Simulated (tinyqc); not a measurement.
# Resistance of a tapered via with liner, size effect and interface, step by step

Computed by the program tinyqc: `OMP_NUM_THREADS=1 python tinyqc.py 2750153 2750154 out.jsonl`, one thread of a shared Intel Xeon 2.30GHz, about 0.01 s for the whole run. Printed values are rounded.

A round via whose diameter grows from db at the bottom as D(z) = db + 2 z/tan(ang). The fill, of diameter D - 2 tl, starts above the bottom liner (thickness fb tl) and has rho = rho0 (1 + ks lam/(D - 2 tl)); the sidewall liner conducts in parallel with it. The bottom liner and the interface are crossed over the full area pi db^2/4. Spreading in the lines above and below is left out.

Values chosen for this exercise; fill metal close to molybdenum: diameter at the bottom db = 9.7 nm; height hv = 38 nm; sidewall angle ang = 85 degrees; bulk resistivity of the fill rho0 = 5.33 uohm cm; mean free path of the fill lam = 10.9 nm; size-effect factor ks = 1.5; liner on the sidewall tl = 0.5 nm; liner at the bottom over that on the sidewall fb = 1; resistivity of the liner rl = 240 uohm cm; interface resistivity at the bottom ri = 1.9e-12 ohm cm^2; ballistic conductance per area, about 3/(4 rho0 lam) Sb = 1.3e15 S/m^2.

## Slices of the via

Slices between z0 = fb tl and hv, evaluated at their midpoints: conductance per length pi/4 [(D - 2 tl)^2/rho + (D^2 - (D - 2 tl)^2)/rl], slice resistance = slice height over that. 10 slices.

```
slice	z (nm)	D (nm)	rho (uohm cm)	slice resistance (ohm)
0	2.375	10.1156	14.8901	8.43488
1	6.125	10.7717	14.2481	7.03467
2	9.875	11.4279	13.6870	5.94162
3	13.6250	12.0841	13.1922	5.07438
4	17.3750	12.7402	12.7528	4.37637
5	21.1250	13.3964	12.3599	3.80739
6	24.8750	14.0526	12.0065	3.33829
7	28.6250	14.7087	11.6869	2.94755
8	32.3750	15.3649	11.3966	2.61908
9	36.1250	16.0211	11.1316	2.34064
```

## Total resistance

R_fill = sum of the slices; R_bottom = rl fb tl/(pi db^2/4); R_interface = ri/(pi db^2/4); ballistic (Sharvin) limit 1/(Sb pi (db - 2 tl)^2/4); ideal cylinder rho0 hv/(pi db^2/4).

parts (ohm): fill 45.9149, bottom liner 16.2386, interface 2.57111
R = 64.7246 ohm
shares (%): fill 70.9389, bottom liner 25.0887, interface 3.9724
ballistic limit = 12.9398 ohm
ideal cylinder = 27.4080 ohm

The fill is the largest part, and R is 2.36 times the ideal cylinder. With 2000 slices R = 64.790 ohm.
